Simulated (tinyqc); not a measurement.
The 3-omega method: a line heater on a substrate with a thin film: one step, computed by the program tinyqc. Command: `OMP_NUM_THREADS=1 python tinyqc.py 3008668 3008669 out.jsonl threeomega walk`. One thread of a shared host (Intel(R) Xeon(R) Processor @ 2.30GHz), about 0.01 s of CPU time with the checks.

A current at angular frequency omega = 2 pi f heats the line at 2 omega with the amplitude P per length; the temperature swing Delta T at 2 omega gives a voltage at 3 omega. The substrate is taken as semi-infinite and isotropic, and the heat capacity of heater and film is left out.

Problem. The film adds a constant step. One-dimensional flow across the film: Delta T_f = P (t/kappa_f + R_i)/(2 b); total in-phase swing Delta T = Delta T_s + Delta T_f; third-harmonic amplitude V_3 = V_1 beta |Delta T|/2 with the out-of-phase part included; the apparent film conductivity is t/(t/kappa_f + R_i).

Inputs (values chosen for the exercise, modelled on amorphous silicon on germanium):

| quantity | value | unit |
|---|---|---|
| heater half-width b | 2.2 | micrometre |
| power amplitude per length P | 35 | W/m |
| film thickness t | 330 | nm |
| film conductivity kappa_f | 1.7 | W/(m K) |
| interface resistance R_i | 17 | m^2 K/GW |
| temperature coefficient of resistance beta | 3.2 | 1e-3/K |
| voltage amplitude V_1 | 1.4 | V |

in-phase Delta T_s = 1.035789 K

out-of-phase Delta T_s = -0.1545638 K

Give: Delta T_f; total in-phase swing; V_3; apparent film conductivity; film share of the in-phase swing.

Solution.

Delta T_f = 1.679 K

total in-phase swing = 2.715 K

V_3 = 6.092 mV

apparent film conductivity = 1.563 W/(m K)

film share of the in-phase swing = 0.6185

The interface lowers the apparent conductivity by 8 %. The film gives a large part of the signal. Caution: the penetration depth exceeds a fifth of the substrate thickness, so the back face is felt and the semi-infinite formula fails.
